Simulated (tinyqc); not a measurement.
Drifting, spreading and decaying minority pulse (Haynes-Shockley), Crank-Nicolson time steps: one step of the calculation.

Low injection in a uniform field: dn/dt = D d2n/dx2 - v dn/dx - n/tau with D = mu Vt and v = mu F towards +x. Exact solution on an infinite bar for a Gaussian start at x0: n = N0 exp(-t/tau) exp(-(x - x0 - v t)^2/(2 s^2))/sqrt(2 pi s^2), s^2 = s0^2 + 2 D t.

Problem. Coefficients of the scheme. Exponentially fitted fluxes: d = F hx/Vt, B(d) = d/(exp(d) - 1), k = D dt/hx^2; (L n)_i = a n_(i-1) + b n_i + c n_(i+1) with a = k B(-d), c = k B(d), b = -a - c - dt/tau. Explicit steps keep n positive for dt up to 1/[(D/hx^2)(B(d) + B(-d)) + 1/tau].

Parameters, values chosen for the exercise; mobility close to that of silicon at room temperature:
- T = 300 K (temperature)
- mu = 477 cm^2/(V s) (minority-carrier mobility)
- F = 49 V/cm (sweep field along the drift)
- hx = 15 um (mesh step)
- tau = 4e-7 s (lifetime)
- dt = 1.4e-7 s (time step)

Constants: q = 1.602176634e-19 C, kB = 1.380649e-23 J/K, Vt = kB T/q. Results are converted to the units shown.

Find: D; v; d; a; b; c; positivity limit of dt.

Solution.

D = 12.331 cm^2/s
v = 23373 cm/s
d = 2.8431
a = 2.3164
b = -2.8013
c = 0.13492
positivity limit of dt = 4.9977e-8 s

Computed by the program tinyqc: `OMP_NUM_THREADS=1 python tinyqc.py 2310042 2310043 out.jsonl`, one thread of a shared Intel Xeon 2.30GHz, about 0.01 s for the whole run.
